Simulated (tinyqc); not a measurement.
## Disorder from G

Problem. In a one-dimensional band with self-consistent Born disorder, 1/G^2 = (z - D G)^2 - 4 t^2, z = E + i eta, where z - D G has a positive imaginary part. Find D and Sigma = D G.

Inputs (values chosen for the exercise):

| symbol | value | unit | meaning |
|---|---|---|---|
| t | 1 | eV | hopping |
| eta | 0.01 | eV | bare broadening |
| E | -0.729 | eV | energy from the band centre |

G = -0.03452579-0.52253178i 1/eV

Answer. z - D G is the root of 1/G^2 + 4 t^2 with positive imaginary part; then D = (z - root)/G.

D = 0.630 eV^2
Sigma = -0.022-0.329i eV

Numbers from tinyqc (`OMP_NUM_THREADS=1 python tinyqc.py 2720002 2720003 out.jsonl`; about 0.01 s on one thread of a shared Intel Xeon 2.30GHz).
